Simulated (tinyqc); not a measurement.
Worked calculation: empirical pseudopotential in a few plane waves. One step of it, computed by the program tinyqc.

Problem. Bloch Hamiltonian at k. Basis: the 15 shortest G (labels in 2 pi/a), the same at every k. H(G,G') = c |k + G|^2 delta + VS(|G-G'|^2) cos((G-G').tau) + i VA sin((G-G').tau), tau = a/8 (1,1,1); 1 Ry = 13.605693 eV.

Parameters chosen for this model: fcc lattice, atoms at +/- a/8 (1,1,1); form factors in rydberg at |G|^2 in units of (2 pi/a)^2:
```
parameter                 value      unit
a                      6.370000  angstrom
VS(3)                 -0.252000        Ry
VS(8)                  0.037000        Ry
VS(11)                 0.059000        Ry
VA(3)                  0.073000        Ry
VA(4)                  0.022000        Ry
VA(11)                 0.010000        Ry
hbar^2/2m (2 pi/a)^2   3.706840        eV
```

k point k (2 pi / a): [0.480000, -0.200000, 0.310000]

Give: H(k) at k.

Solution.

H(k) at k (eV), order +0+0+0, -1-1-1, -1-1+1, -1+1-1, -1+1+1, +1-1-1, +1-1+1, +1+1-1, +1+1+1, -2+0+0, +0-2+0, +0+0-2, +0+0+2, +0+2+0, +2+0+0:
```
[[1.359, 2.424+0.702i, -2.424+0.702i, -2.424+0.702i, -2.424-0.702i, -2.424+0.702i, -2.424-0.702i, -2.424-0.702i, 2.424-0.702i, 0.000+0.299i, 0.000+0.299i, 0.000+0.299i, 0.000-0.299i, 0.000-0.299i, 0.000-0.299i],
 [2.424-0.702i, 8.105, 0.000-0.299i, 0.000-0.299i, -0.503, 0.000-0.299i, -0.503, -0.503, 0.000, -2.424-0.702i, -2.424-0.702i, -2.424-0.702i, -0.568+0.096i, -0.568+0.096i, -0.568+0.096i],
 [-2.424-0.702i, 0.000+0.299i, 12.701, 0.503, 0.000-0.299i, 0.503, 0.000-0.299i, 0.000, -0.503, -2.424+0.702i, -2.424+0.702i, 0.568+0.096i, 2.424-0.702i, -0.568-0.096i, -0.568-0.096i],
 [-2.424-0.702i, 0.000+0.299i, 0.503, 5.140, 0.000-0.299i, 0.503, 0.000, 0.000-0.299i, -0.503, -2.424+0.702i, 0.568+0.096i, -2.424+0.702i, -0.568-0.096i, 2.424-0.702i, -0.568-0.096i],
 [-2.424+0.702i, -0.503, 0.000+0.299i, 0.000+0.299i, 9.736, 0.000, 0.503, 0.503, 0.000-0.299i, 2.424+0.702i, -0.568+0.096i, -0.568+0.096i, -2.424-0.702i, -2.424-0.702i, 0.568-0.096i],
 [-2.424-0.702i, 0.000+0.299i, 0.503, 0.503, 0.000, 15.222, 0.000-0.299i, 0.000-0.299i, -0.503, 0.568+0.096i, -2.424+0.702i, -2.424+0.702i, -0.568-0.096i, -0.568-0.096i, 2.424-0.702i],
 [-2.424+0.702i, -0.503, 0.000+0.299i, 0.000, 0.503, 0.000+0.299i, 19.819, 0.503, 0.000-0.299i, -0.568+0.096i, 2.424+0.702i, -0.568+0.096i, -2.424-0.702i, 0.568-0.096i, -2.424-0.702i],
 [-2.424+0.702i, -0.503, 0.000, 0.000+0.299i, 0.503, 0.000+0.299i, 0.503, 12.257, 0.000-0.299i, -0.568+0.096i, -0.568+0.096i, 2.424+0.702i, 0.568-0.096i, -2.424-0.702i, -2.424-0.702i],
 [2.424+0.702i, 0.000, -0.503, -0.503, 0.000+0.299i, -0.503, 0.000+0.299i, 0.000+0.299i, 16.853, -0.568-0.096i, -0.568-0.096i, -0.568-0.096i, -2.424+0.702i, -2.424+0.702i, -2.424+0.702i],
 [0.000-0.299i, -2.424+0.702i, -2.424-0.702i, -2.424-0.702i, 2.424-0.702i, 0.568-0.096i, -0.568-0.096i, -0.568-0.096i, -0.568+0.096i, 9.069, 0.503, 0.503, -0.503, -0.503, 0.000],
 [0.000-0.299i, -2.424+0.702i, -2.424-0.702i, 0.568-0.096i, -0.568-0.096i, -2.424-0.702i, 2.424-0.702i, -0.568-0.096i, -0.568+0.096i, 0.503, 19.151, 0.503, -0.503, 0.000, -0.503],
 [0.000-0.299i, -2.424+0.702i, 0.568-0.096i, -2.424-0.702i, -0.568-0.096i, -2.424-0.702i, -0.568-0.096i, 2.424-0.702i, -0.568+0.096i, 0.503, 0.503, 11.589, 0.000, -0.503, -0.503],
 [0.000+0.299i, -0.568-0.096i, 2.424+0.702i, -0.568+0.096i, -2.424+0.702i, -0.568+0.096i, -2.424+0.702i, 0.568+0.096i, -2.424-0.702i, -0.503, -0.503, 0.000, 20.782, 0.503, 0.503],
 [0.000+0.299i, -0.568-0.096i, -0.568+0.096i, 2.424+0.702i, -2.424+0.702i, -0.568+0.096i, 0.568+0.096i, -2.424+0.702i, -2.424-0.702i, -0.503, 0.000, -0.503, 0.503, 13.220, 0.503],
 [0.000+0.299i, -0.568-0.096i, -0.568+0.096i, -0.568+0.096i, 0.568+0.096i, 2.424+0.702i, -2.424+0.702i, -2.424+0.702i, -2.424-0.702i, 0.000, -0.503, -0.503, 0.503, 0.503, 23.303]]
```
